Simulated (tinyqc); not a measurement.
Floating body of a partially depleted SOI transistor: body voltage and kink: one step of the calculation.

Source at 0 V. Channel current Ic = 2 nf K Vt^2 [F(0) - F(Vd)](1 + la Vd), F(V) = ln^2(1 + exp((Vg - VT - nf V)/(2 nf Vt))), VT = VT0 - gb Vb. Saturation voltage Vs = 2 Vt sqrt(F(0)) + 3 Vt, excess Ve = (Vd - Vs + sqrt((Vd - Vs)^2 + 0.0004 V^2))/2, multiplication M1 = Ai Ve exp(-Bl/Ve). Each junction passes D(v) = J1 (exp(v/Vt) - 1) + J2 (exp(v/(2 Vt)) - 1). Bipolar current Ib = bb J1 (exp(Vb/Vt) - 1). The body settles where M1 (Ic + Ib) = D(Vb) + D(Vb - Vd) + Vb/Rb; drain current Id = (1 + M1)(Ic + Ib) - D(Vb - Vd).

Question. New Vb. Current into the body I_in = M1 (Ic + Ib) - D(Vb - Vd), current out I_out = D(Vb) + Vb/Rb; f = ln(I_in/I_out), s = df/dVb by central differences over 1e-5 V, Vb(new) = Vb - f/s.

Values chosen for this exercise; values of the order met in partially depleted silicon-on-insulator transistors:
```
symbol,value,unit,meaning
T,398,K,temperature
VT0,0.47,V,threshold at zero body voltage
gb,0.23,,fall of the threshold per volt of body voltage
nf,1.17,,slope factor
K,110,uA/(V^2 um),gain factor per width
la,0.08,1/V,channel-length modulation factor
Ai,3.71,1/V,impact-ionisation prefactor
Bl,7.8,V,impact-ionisation voltage
J1,5.4e-9,uA/um,diffusion saturation current of each junction
J2,1.3e-7,uA/um,recombination saturation current of each junction
bb,0,,gain of the lateral bipolar transistor on the diffusion current
Rb,1e9,kohm um,"resistance of a weak body tie to the source (1e9 stands for no tie, and the term is then dropped)"
Vg,1.01,V,gate voltage
Vd,2,V,drain voltage
```

Constants: q = 1.602176634e-19 C, kB = 1.380649e-23 J/K, Vt = kB T/q. Results are converted to the units shown.

Vb at the start = 0.71 V

Find: Ic; Ve; M1; I_in; I_out; f; s; Vb after iteration 1.

Answer.

Ic = 26.97 uA/um
Ve = 1.296 V
M1 = 0.01170
I_in = 0.3157 uA/um
I_out = 5.288 uA/um
f = -2.818
s = -29.56 1/V
Vb after iteration 1 = 0.6146 V

Range of the model: The multiplication law is an empirical form chosen for the exercise; self-heating and capacitive coupling to the body are left out, and the linear laws are rough once Vb passes about 0.7 V or M1 about 0.1.

Computed by the program tinyqc: `OMP_NUM_THREADS=1 python tinyqc.py 2182267 2182268 out.jsonl`, one thread of a shared Intel Xeon 2.30GHz, about 0.2 s for the whole run.
